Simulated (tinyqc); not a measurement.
Metal gate on a two-layer dielectric stack with fixed charge and a dipole: one step of the calculation.

Gate, layer 2, layer 1, p-type semiconductor; x runs from the gate inwards. Charges are counted in units of +q. psi is the band bending at the surface, positive towards inversion. Classical charge, Boltzmann statistics, no interface traps.

Problem. Flat-band voltage, term by term. EOT = 3.9 (t1/e1 + t2/e2), Cox = eps0/(t1/e1 + t2/e2); phi_ms = pM - (chi + Eg - Vt ln(Nv/Na)). Vfb = phi_ms + Vd - (q/eps0) [Q1 (t1/e1 + t2/e2) + Q2 t2/e2 + r1 (t1^2/(2 e1) + t1 t2/e2) + r2 t2^2/(2 e2)]: each charge counts with its electrical distance from the gate.

Values chosen for this exercise; band and dielectric values close to those of germanium, layer 1 close to silicon dioxide, layer 2 close to hafnium oxide: temperature T = 250 K; band gap Eg = 0.654 eV; valence-band density of states at T Nv = 4.55e18 cm^-3; electron affinity chi = 4.05 eV; acceptor density Na = 4.8e17 cm^-3; work function of the gate metal pM = 4.81 eV; thickness of layer 1, next to the semiconductor t1 = 1.9 nm; relative permittivity of layer 1 e1 = 3.81; thickness of layer 2, next to the gate t2 = 1.6 nm; relative permittivity of layer 2 e2 = 21.9; fixed charge at the semiconductor interface Q1 = 1.3e11 cm^-2; fixed charge between the layers Q2 = -1.8e12 cm^-2; uniform charge density in layer 1 r1 = -7.4e18 cm^-3; uniform charge density in layer 2 r2 = -5.9e18 cm^-3; flat-band shift by a dipole layer between the layers Vd = 0 V.

Constants: q = 1.602176634e-19 C, kB = 1.380649e-23 J/K, Vt = kB T/q, eps0 = 8.8541878128e-14 F/cm where lengths are in cm. Results are converted to the units shown.

Wanted: terms; Vfb.

Solution.

terms (V): phi_ms 0.1545, dipole 0.0000, Q1 -0.0134, Q2 0.0238, r1 0.0820, r2 0.0062
Vfb = 0.2531 V

Apart from phi_ms the largest term is that of r1, 82.0 mV; all charges and the dipole together move Vfb by 98.6 mV.

Numbers from tinyqc (`OMP_NUM_THREADS=1 python tinyqc.py 2010104 2010105 out.jsonl`; about 0.01 s on one thread of a shared Intel Xeon 2.30GHz).
